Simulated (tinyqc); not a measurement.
Charge control and current of a heterostructure field-effect transistor: one step, computed by the program tinyqc.

Two subbands in a triangular well; E_F is counted from the conduction band edge of the channel at the interface.

Task: Levels and gate capacitance. Charge control: n_s = C_b (V_G - V_T - E_F/e)/e. Well: mean field F = e n_s/(2 eps eps_0), E_i = (hbar^2/2m)^(1/3) [(3 pi e F/2)(i + 3/4)]^(2/3), i = 0, 1; n_s = D k_B T sum_i ln(1 + exp((E_F - E_i)/k_B T)), D = m/(pi hbar^2), which is solved in closed form for E_F. C_g = e dn_s/dV_G = 1/(1/C_b + 1/C_q), 1/C_q = d(E_F/e)/d(e n_s) by a central difference of +/- 0.1 % in n_s; added distance dd = eps eps_0/C_q.

Inputs (values chosen for the exercise, modelled on AlGaN/GaN):

| quantity | value | unit |
|---|---|---|
| channel mass m | 0.19 | m_0 |
| permittivity eps (barrier and channel) | 9.44 | - |
| conduction band offset dE_c | 0.5 | eV |
| temperature T | 300 | K |

Charge source: polarisation. Velocity law: two-piece.

sheet density n_s = 1.551606e+13 1/cm^2

barrier capacitance C_b = 0.2696243 microfarad/cm^2

Constants: k_B = 8.617333262e-05 eV/K; e = 1.602176634e-19 C; eps_0 = 8.8541878128e-12 F/m; hbar = 1.054571817e-34 J s; m_0 = 9.1093837015e-31 kg; k_B = 1.380649e-23 J/K.

Give: E_0; E_1; E_F; share in the second subband; gate capacitance C_g; added distance dd.

Result:

E_0 = 381.2 meV

E_1 = 670.6 meV

E_F = 576.0 meV

share in the second subband = 0.3364 %

gate capacitance C_g = 0.2571 microfarad/cm^2

added distance dd = 1.512 nm

C_g is 95 % of C_b: the finite density of states and the rise of E_0 act as 1.5 nm of extra barrier. Caution: E_F lies above the conduction band minimum of the barrier, so electrons would spill into the barrier.
